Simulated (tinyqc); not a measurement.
# Changing the temperature T

Model: Landau-Devonshire theory of a uniaxial ferroelectric. Computed by tinyqc, a small Python program. Command: `OMP_NUM_THREADS=1 python tinyqc.py 3021676 3021677 out.jsonl ferro sweep`. One thread of a shared host (Intel(R) Xeon(R) Processor @ 2.30GHz), about 0.02 s of CPU time with the checks.

G(P) = (alpha/2) P^2 + (beta*/4) P^4 + (gamma/6) P^6 - E P per volume, SI units, one domain, P along the polar axis.

Inputs (values chosen for the exercise, modelled on barium titanate): alpha_0 = 648000 J m/(C^2 K); Curie-Weiss temperature T0 = 381 K; beta = -8.03e+08 J m^5/C^4; gamma = 1.62e+10 J m^9/C^6; film thickness d = 6.1 nm; screening length lambda = 0.012 nm; background permittivity eps_b = 5; gradient coefficient g = 7.2e-10 J m^3/C^2.

Sample: free crystal.

Constants: eps_0 = 8.8541878128e-12 F/m.

Method:
- alpha = alpha_0 (T - T0*), T0* = T0, beta* = beta.
- Ps^2 = [-beta* + sqrt(beta*^2 - 4 alpha gamma)]/(2 gamma).
- chi = 1/(eps_0 G''), G'' = alpha + 3 beta* P^2 + 5 gamma P^4 at Ps. Ps, chi and the coercive field are for perfect screening, without a depolarising field. The intrinsic coercive field is |alpha P + beta* P^3 + gamma P^5| at the P_c where G'' = 0. 1 C/m^2 = 100 microcoulomb/cm^2.
- With the term (g/2) (dP/dx)^2, (g/2) P'^2 = G(P) - G(Ps) across the wall: energy = int_(-Ps)^(Ps) sqrt(2 g [G(P) - G(Ps)]) dP (40 Gauss-Legendre points); width = 2 Ps over the slope at P = 0, sqrt(2 |G(Ps)|/g). Elastic coupling inside the wall is left out.
- Between shorted electrodes with screening length lambda each, the depolarising field is -k P, k = 2 lambda/(eps_0 (d + 2 lambda eps_b)), so alpha turns into alpha + k.
- The polar state is the lowest uniform state while alpha + k < 0 (beta* > 0) or < 3 beta*^2/(16 gamma) (beta* < 0); setting the equality gives the critical thickness d_c.

One run for each value; columns: (1) temperature T (K); (2) spontaneous polarisation Ps (microcoulomb/cm^2); (3) susceptibility chi; (4) intrinsic coercive field (MV/m); (5) wall energy (mJ/m^2); (6) critical thickness d_c (nm):
```
(1)     (2)     (3)     (4)     (5)     (6)
282  30.400   278.8  14.332  26.454   37.73
293  29.847   304.3  12.803  24.309   41.91
303  29.307   332.1  11.435  22.339   46.61
314  28.667   369.5   9.954  20.144   53.15
324  28.033   412.3   8.631  18.118   60.93
335  27.262   473.4   7.205  15.849   72.61
345  26.478   548.5   5.937  13.738   87.91
356  25.488   667.8   4.577  11.345  114.43
367  24.300   861.3   3.257   8.841  163.81
377  22.937  1190.6   2.098   6.401  269.45
```

Over the rows, spontaneous polarisation Ps (microcoulomb/cm^2) falls from 30.4 to 22.9 (exponent d ln y / d ln x -0.48 between the first rows and -2.1 between the last); susceptibility chi rises from 279 to 1190 (exponent d ln y / d ln x 2.3 between the first rows and 12 between the last); intrinsic coercive field (MV/m) falls from 14.3 to 2.10 (exponent d ln y / d ln x -2.9 between the first rows and -16 between the last). Ps^2 falls from 924 to 526 and 1/chi from 0.00359 to 8.40e-4: the well gets shallower as alpha shrinks in size, so the crystal softens to the field and thin films lose P sooner.

Extremes, crossings and ranges named in words are read from the listed rows.
